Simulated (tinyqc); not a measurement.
Ewald sum of point charges, caesium chloride lattice, step by step. Computed by tinyqc, a small Python program that keeps every step. Command: `OMP_NUM_THREADS=1 python tinyqc.py 27141 27142 out.jsonl` (the two numbers bound the seeds that draw the settings). One thread of a shared host (Intel(R) Xeon(R) Processor @ 2.60GHz), about 0.03 s of CPU time with the checks.

## Ewald sum with eta = 0.372 1/bohr

cell vectors (rows) (bohr):
$$\begin{pmatrix}
10.700000 & 0.000000 & 0.000000 \\
0.000000 & 10.700000 & 0.000000 \\
0.000000 & 0.000000 & 10.700000
\end{pmatrix}$$

Charges:
```
q                f1        f2        f3
2.000000   0.000000  0.000000  0.000000
-2.000000  0.500000  0.500000  0.500000
```

Real space: 1/2 sum q_i q_j erfc(eta r)/r over all images with r > 0; reciprocal space: (2 pi/V) sum_(G != 0) exp(-G^2/4 eta^2)/G^2 |S(G)|^2 with S(G) = sum q exp(i G.r); self term -eta/sqrt(pi) sum q^2; background -pi Q^2/(2 V eta^2), Q the total charge.

Real-space shells (first ones):
```
r (bohr)   pairs  sum (hartree)
9.266472      16      -3.76e-06
10.700000     12       4.06e-08
15.132085     24              0
```

Reciprocal shells (first ones that count):
```
G^2 (1/bohr^2)  vectors  sum (hartree)
0.344820              6       0.765893
1.034459              8       0.097928
1.724099             24       0.050711
3.103378             30       0.002915
3.793018             24       0.000549
4.482657             24       0.000134
5.861936             48       0.000017
6.551576             24       2.18e-06
7.241216             48       1.13e-06
8.620495             30       4.92e-08
9.310134             32       1.40e-08
9.999774             72       8.43e-09
```

## The total does not depend on eta

The same sums for other eta.

Totals (hartree per cell):
```
eta            real  reciprocal       self  background        total
0.372000  -3.72e-06    0.918149  -1.679028    0.000000  -0.76088281
0.513000  -6.16e-11    1.554551  -2.315434    0.000000  -0.76088281
0.576000          0    1.838903  -2.599786    0.000000  -0.76088281
```

shortest distance = 9.266472 bohr

Madelung constant -E d / (formula units |q+ q-|) = 1.762675
